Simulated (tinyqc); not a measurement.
# Electron mobility in a silicon inversion layer, empirical terms and Matthiessen rule: effect of the temperature

Inversion layer of sheet density Ns on a uniformly doped body. The mobility terms are empirical power laws with prefactors chosen for the exercise; adding their inverses (Matthiessen) is itself an approximation.

Nc and Nv are given at 250 K and scale as (T/250 K)^1.5; Eg is fixed. ni = sqrt(Nc Nv) exp(-Eg/(2 Vt)), Eg in volts; Ndep = sqrt(2 eps0 eps_r Nb (2 Vt ln(Nb/ni) + Vsb)/q); E = q (Ndep + eta Ns)/(eps0 eps_r), in MV/cm. With t = T/(300 K): muC = Ac (Ns/1e12 cm^-2) t/(Nb/1e17 cm^-3 + Nit/1e11 cm^-2), muP = Ap E^(-1/3) t^(-1.75), muS = As E^(-gs); 1/mu is the sum of the inverses.

Inputs (values chosen for the exercise); material values close to those of silicon:

| symbol | value | unit | meaning |
|---|---|---|---|
| Eg | 1.12 | eV | band gap |
| eps_r | 11.7 |  | relative permittivity of the semiconductor |
| Nc | 2.15e19 | cm^-3 | conduction-band density of states at the reference temperature |
| Nv | 2e19 | cm^-3 | valence-band density of states at the reference temperature |
| Nb | 2.3e18 | cm^-3 | body doping |
| Vsb | 0 | V | reverse body bias |
| eta | 0.5 |  | weight of the inversion charge in the effective field |
| Ap | 407 | cm^2/(V s) | phonon-limited mobility at 1 MV/cm and 300 K |
| As | 621 | cm^2/(V s) | roughness-limited mobility at 1 MV/cm |
| gs | 2 |  | exponent of the roughness term |
| Ac | 3800 | cm^2/(V s) | Coulomb prefactor |
| Nit | 2e10 | cm^-2 | charge at the interface |
| Ns | 3.5e12 | cm^-2 | inversion density |

Constants: q = 1.602176634e-19 C, kB = 1.380649e-23 J/K, Vt = kB T/q, eps0 = 8.8541878128e-14 F/cm where lengths are in cm. Results are converted to the units shown.

Effect of the temperature:

| T (K) | E (MV/cm) | muC (cm^2/(V s)) | muP (cm^2/(V s)) | muS (cm^2/(V s)) | mu (cm^2/(V s)) |
|---|---|---|---|---|---|
| 120 | 1.1542 | 229.31 | 1928.5 | 466.16 | 142.36 |
| 160 | 1.1463 | 305.75 | 1168.4 | 472.58 | 160.19 |
| 200 | 1.1373 | 382.18 | 792.74 | 480.11 | 167.76 |
| 250 | 1.1247 | 477.73 | 538.45 | 490.93 | 167.02 |
| 300 | 1.1108 | 573.28 | 392.99 | 503.29 | 159.34 |
| 350 | 1.0957 | 668.82 | 301.44 | 517.22 | 148.24 |
| 400 | 1.0796 | 764.37 | 239.81 | 532.81 | 135.96 |
| 450 | 1.0624 | 859.91 | 196.19 | 550.22 | 123.80 |

As T goes from 120 to 450 K, E falls from 1.15 to 1.06 MV/cm and mu goes from 142 through a maximum of 168 (at T = 200 K among the rows listed) to 124 cm^2/(V s). The smallest term is the Coulomb one in the first row and the phonon one in the last. Coulomb scattering weakens and phonon scattering grows with T, hence the maximum. For T = 120 to 160 K dopant freeze-out and degenerate screening, left out here, matter.

Computed by the program tinyqc: `OMP_NUM_THREADS=1 python tinyqc.py 2510121 2510122 out.jsonl`, one thread of a shared Intel Xeon 2.30GHz, about 0.01 s for the whole run.
